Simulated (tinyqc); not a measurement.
Worked calculation: sp3 tight binding, zinc-blende lattice. One step of it, computed by the program tinyqc.

Question. Bloch Hamiltonian at k. Slater-Koster rules over the four bonds with direction cosines (l, m, n): ss V_ss; s-px l V_sp; px-s -l V_sp; px-px l^2 V_pps + (1 - l^2) V_ppp; px-py l m (V_pps - V_ppp); each times exp(i k.d).

Parameters chosen for this model: zinc-blende lattice, anion at 0, cation at a/4 (1,1,1); V = eta hbar^2 / (m d^2), hbar^2/m = 7.619964 eV angstrom^2:
```
parameter          value      unit
a               6.590000  angstrom
d               2.853554  angstrom
Es anion      -11.360000        eV
Ep anion       -7.220000        eV
Es cation     -11.360000        eV
Ep cation      -7.220000        eV
eta ss         -1.320000
eta sp          1.420000
eta pp sigma    2.220000
eta pp pi      -0.630000
V ss           -1.235250        eV
V sp            1.328829        eV
V pp sigma      2.077465        eV
V pp pi        -0.589551        eV
```

k point k (2 pi / a): 0.270000  -0.590000  0.070000

Give: H(k) at k.

Answer.

H(k) at k (eV):
```
                  a s             a px            a py             a pz
a s          -11.3600           0.0000          0.0000           0.0000
a px           0.0000          -7.2200          0.0000           0.0000
a py           0.0000           0.0000         -7.2200           0.0000
a pz           0.0000           0.0000          0.0000          -7.2200
c s   -2.6875+0.1784i  -0.2454+0.7537i  0.0832-2.2231i  -1.0038+0.1843i
c px   0.2454-0.7537i   0.6515-0.0433i  1.1632-0.2135i  -0.0964+2.5761i
c py  -0.0832+2.2231i   1.1632-0.2135i  0.6515-0.0433i   0.2844-0.8733i
c pz   1.0038-0.1843i  -0.0964+2.5761i  0.2844-0.8733i   0.6515-0.0433i

                  c s             c px             c py             c pz
a s   -2.6875-0.1784i   0.2454+0.7537i  -0.0832-2.2231i   1.0038+0.1843i
a px  -0.2454-0.7537i   0.6515+0.0433i   1.1632+0.2135i  -0.0964-2.5761i
a py   0.0832+2.2231i   1.1632+0.2135i   0.6515+0.0433i   0.2844+0.8733i
a pz  -1.0038-0.1843i  -0.0964-2.5761i   0.2844+0.8733i   0.6515+0.0433i
c s          -11.3600           0.0000           0.0000           0.0000
c px           0.0000          -7.2200           0.0000           0.0000
c py           0.0000           0.0000          -7.2200           0.0000
c pz           0.0000           0.0000           0.0000          -7.2200
```
